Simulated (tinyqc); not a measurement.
Worked calculation: Holstein polaron on two sites. Computed by tinyqc, a small Python program that keeps every step. Command: `OMP_NUM_THREADS=1 python tinyqc.py 3004735 3004736 out.jsonl holstein walk`. One thread of a shared host (Intel(R) Xeon(R) Processor @ 2.30GHz), about 0.01 s of CPU time with the checks. Intermediate numbers are printed to about 6 digits and carried at full precision; extremes and crossings named in words are read from the listed rows.

One electron on sites 1 and 2: H = -t (c1+ c2 + c2+ c1) + hbar omega sum_i b_i+ b_i - g hbar omega sum_i n_i (b_i + b_i+). The symmetric phonon shifts the energy by -g^2 hbar omega/2 and drops out; with b = (b_1 - b_2)/sqrt(2) there remains H = -t sigma_x + hbar omega b+ b - (g hbar omega/sqrt(2)) sigma_z (b + b+). Parity splits it into blocks p = +1 and -1 over phonon numbers n. Zero-point energies are left out. Weights Z refer to mode b alone; the displaced symmetric mode multiplies the full zero-phonon weight by exp(-g^2/2).

Inputs (values chosen for the exercise, for a model dimer):
```
quantity                  value  unit
hopping t                   9.6   meV
phonon energy hbar omega   40.5   meV
coupling g                0.237     -
phonon levels kept N          6     -
```

## Energy scales

Polaron binding energy E_p = g^2 hbar omega; ratio E_p/t (the adiabatic potential has two wells when it exceeds 1); adiabaticity hbar omega/t.

E_p = 2.27484 meV

E_p/t = 0.236963

hbar omega/t = 4.21875

## The even block in a small basis

Block p: H_nn = n hbar omega - p t (-1)^n - g^2 hbar omega/2, H_(n,n+1) = -(g hbar omega/sqrt(2)) sqrt(n + 1). Take p = +1 and n = 0..N-1.

H, even block (meV), lower triangle (symmetric):
```
         1       2        3        4        5        6
1  -10.737
2   -6.787  48.963
3    0.000  -9.598   70.263
4    0.000   0.000  -11.756  129.963
5    0.000   0.000    0.000  -13.574  151.263
6    0.000   0.000    0.000    0.000  -15.177  210.963
```

## Levels in the small basis

Diagonalise H; the eigenvector has its largest component positive; Z is the weight of n = 0.

levels (meV): -11.514  45.745  71.898  124.806  155.017  214.722

lowest eigenvector: 0.993430  0.113634  0.013500  0.001131  0.000095  0.000006

Z in the small basis = 0.986904

## Converged results

Use 60 levels in both blocks; Z = c_0^2 is the weight of n = 0 in the ground state c; the splitting is the lowest odd level less the lowest even one, which without coupling is the smaller of 2t and hbar omega; <sigma_x> = sum (-1)^n c_n^2 measures the kinetic energy.

ground-state energy = -11.5138 meV

weight Z of n = 0 in mode b = 0.986904

mean phonon number in b = 0.0132810

splitting = 17.9054 meV

splitting/(2t) = 0.932573

<sigma_x> = 0.974172

The small basis misses the ground-state energy by 0 meV. Mode b stays mostly in its zero-phonon state.

## Approximations to the ground state

Second order: E = -t - E_p/2 - (E_p/2) hbar omega/(hbar omega + 2t). Lang-Firsov: E = -E_p - t exp(-g^2). Variable displacement: E(x) = -E_p/2 - t exp(-g^2 x^2) - (E_p/2)(2x - x^2), minimised over 0 <= x <= 1. Adiabatic, classical lattice: E = -E_p/2 - t for E_p < t, else -E_p - t^2/(2 E_p); it leaves out the change of zero-point energy.

Ground-state energy (meV):
```
method                        E  E - exact
second order in g      -11.5090   0.004734
Lang-Firsov            -11.3505   0.163288
variable displacement  -11.5123   0.001500
adiabatic, classical   -10.7374   0.776352
```

best displacement x = 0.6841

Closest here is variable displacement (0.00 meV), furthest adiabatic, classical (+0.78 meV), at hbar omega/t = 4.22 and E_p/t = 0.24. Lang-Firsov and variable displacement are variational and lie above the exact value. The Lang-Firsov narrowing exp(-g^2) = 0.945 compares with the exact splitting ratio 0.933.

Checks made by the program: 60 against 80 levels (relative difference below 1e-10); Hellmann-Feynman: dE/dt = -<sigma_x> (relative difference below 1e-10).
